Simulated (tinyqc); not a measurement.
## Gain of the pnp from the holding current

Question. On state with both base-emitter voltages at Von: npn base current Ib = (Von/Rs + bp Von/Rw)/(bn bp - 1), holding current Ih = (bn + 1) Ib + Von/Rs. Find bp.

Inputs (values chosen for the exercise): current gain of the npn bn = 5.7; substrate resistance shunting the npn Rs = 190 ohm; well resistance shunting the pnp Rw = 710 ohm; base-emitter voltage in the on state Von = 0.71 V.

Ih = 6.0272225 mA

Solution. Ih gives Ib, and Ib (bn bp - 1) = Von/Rs + bp Von/Rw is linear in bp.

bp = 4.300

Computed by the program tinyqc: `OMP_NUM_THREADS=1 python tinyqc.py 2670024 2670025 out.jsonl`, one thread of a shared Intel Xeon 2.30GHz, about 0.04 s for the whole run.
